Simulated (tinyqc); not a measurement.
Worked calculation: smearing for a one-band metal on the square lattice. Values are carried at full precision from step to step, so a last printed digit may differ when a step is redone from the rounded ones.

Lattice vectors (units of a): a1 = (1, 0), a2 = (0, 1). E(k) = -t A_1(k) - t2 A_2(k), A_m the sum of cos(k . R) over the 4 nearest and 4 second lattice vectors. Mesh k = sum (j_i/N) b_i, j_i = 0 .. N-1.

Values chosen for the exercise:
```
symbol  value  unit  meaning
t       0.45   eV    nearest hopping
t2      0.07   eV    second hopping
N       8            unshifted mesh
ne      1.34         electrons per cell
sigma   0.225  eV    width
```

## Levels on the mesh

Evaluate the band and collect equal energies with their counts.

Distinct levels:
```
E_k (eV)  points
-2.0800        1
-1.7344        4
-1.4128        4
-0.9000        4
-0.6364        8
-0.0656        4
0.0000         4
0.1400         8
0.2800         2
0.4616         4
0.6364         8
0.9000         4
1.1328         4
1.3384         4
1.5200         1
```

15 distinct levels; the mean spacing is 0.257 eV.

## Fermi level with Methfessel-Paxton (first order) smearing

With x = (E_k - mu)/sigma: Methfessel-Paxton (first order) f = erfc(x)/2 - x exp(-x^2)/(2 sqrt(pi)), s = (1 - 2 x^2) exp(-x^2)/(4 sqrt(pi)). With weights w = points/N^d (d the dimension), mu solves 2 sum w f = ne; E = 2 sum w f E_k, S = 2 sum w s, F = E - sigma S.

Weights w = points/total. Bisection from the lowest and highest level; ten steps are shown.

Bisection:
```
step  low (eV)  high (eV)  mu (eV)  electrons
1      -2.0800     1.5200  -0.2800     0.6523
2      -0.2800     1.5200   0.6200     1.4468
3      -0.2800     0.6200   0.1700     1.0627
4       0.1700     0.6200   0.3950     1.2468
5       0.3950     0.6200   0.5075     1.3309
6       0.5075     0.6200   0.5637     1.3863
7       0.5075     0.5637   0.5356     1.3576
8       0.5075     0.5356   0.5216     1.3440
9       0.5075     0.5216   0.5145     1.3374
10      0.5145     0.5216   0.5180     1.3407
```

## Occupations and energies

Converge mu, then list x, f and s of each level and form the sums.

mu = 0.5173 eV

x, f and s of each level:
```
E_k (eV)       x        f        s
-2.0800   -11.54   1.0000   0.0000
-1.7344   -10.01   1.0000   0.0000
-1.4128    -8.58   1.0000   0.0000
-0.9000    -6.30   1.0000   0.0000
-0.6364    -5.13   1.0000   0.0000
-0.0656    -2.59   1.0008  -0.0021
0.0000     -2.30   1.0027  -0.0068
0.1400     -1.68   1.0196  -0.0392
0.2800     -1.05   1.0299  -0.0568
0.4616     -0.25   0.7027   0.1164
0.6364      0.53   0.1143   0.0469
0.9000      1.70  -0.0185  -0.0374
1.1328      2.74  -0.0004  -0.0011
1.3384      3.65   0.0000   0.0000
1.5200      4.46   0.0000   0.0000
```

E = -0.6279 eV
S = 0.0070
F = -0.6295 eV
(E + F)/2 = -0.6287 eV

Levels with f between 0.001 and 0.999: 2. f leaves the range 0 to 1: it runs from -0.0185 to 1.0299. For this scheme F itself has no term in sigma^2, so F is the estimate of the energy at zero width.

## Checks

- The slope dF/d sigma by finite differences against -S: both -0.0069918.
- The slope dF/d ne by finite differences against mu (eV): both 0.51734.

Run: tinyqc, `OMP_NUM_THREADS=1 python tinyqc.py 1650585 1650586 out.jsonl`; Intel(R) Xeon(R) Processor @ 2.30GHz, one thread, shared host; about 0.07 s of CPU time with all checks.
